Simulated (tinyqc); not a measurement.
Programming of a floating-gate cell by Fowler-Nordheim tunnelling: one step of the calculation.

Per tunnel area the floating gate has Ctun = 3.9 eps0/tox to the channel (0 V) and Ccg to the control gate, Ct = Ctun/(1 - ag), no other coupling. With the threshold shift U = -Q/Ccg the field is F = ag (Vg - U)/tox, and dU/dt = J/Ccg. Fowler-Nordheim: J = A F^2 exp(-B/F), A = q^2/(16 pi^2 hbar mo phi) (times 1e14 for A/cm^2 with F in V/nm, emitter mass m0), B = (4/3) sqrt(mo/C) phi^1.5, C = hbar^2/(2 m0).

Task. Explicit time steps against the exact solution. U(new) = U + dt J(F(U))/Ccg. Exact: exp(B/F(t)) = exp(B/F(0)) + K t, K = A B ag/(Ccg tox), and U = Vg - tox F/ag.

Values chosen for this exercise; oxide values close to those of silicon dioxide: tunnel barrier phi = 3.16 eV; tunnelling mass mo = 0.43 m0; tunnel oxide thickness tox = 6.9 nm; coupling ratio Ccg/Ct ag = 0.57; threshold shift at the start Vt0 = -0.2 V; control-gate voltage Vg = 12.9 V; time step dt = 91 us; steps n = 12.

Constants: q = 1.602176634e-19 C, hbar = 1.054571817e-34 J s, m0 = 9.1093837015e-31 kg, eps0 = 8.8541878128e-14 F/cm where lengths are in cm, hbar^2/(2 m0) = 0.0380998212 eV nm^2. Results are converted to the units shown.

Find: t; F; J; U by steps; U exact.

Result.

```
step  t (us)  F (V/nm)  J (A/cm^2)  U by steps (V)  U exact (V)
0          0     1.082     0.01060          -0.200       -0.200
1      91.00     0.962    4.591e-4           1.255        0.481
2      182.0     0.957    3.939e-4           1.318        0.750
3      273.0     0.952    3.450e-4           1.372        0.918
4      364.0     0.948    3.069e-4           1.419        1.038
5      455.0     0.945    2.763e-4           1.461        1.132
6      546.0     0.942    2.512e-4           1.499        1.209
7      637.0     0.939    2.303e-4           1.533        1.274
8      728.0     0.936    2.125e-4           1.565        1.330
9      819.0     0.934    1.973e-4           1.594        1.380
10     910.0     0.932    1.840e-4           1.621        1.423
11      1001     0.930    1.724e-4           1.647        1.463
12      1092     0.928    1.622e-4           1.670        1.499
```

Range of the model: Programming fields of 10 MV/cm and more wear the oxide; trapping and the channel potential are ignored.

Program tinyqc, `OMP_NUM_THREADS=1 python tinyqc.py 2130043 2130044 out.jsonl`; Intel Xeon 2.30GHz, shared host, one thread, about 0.01 s.
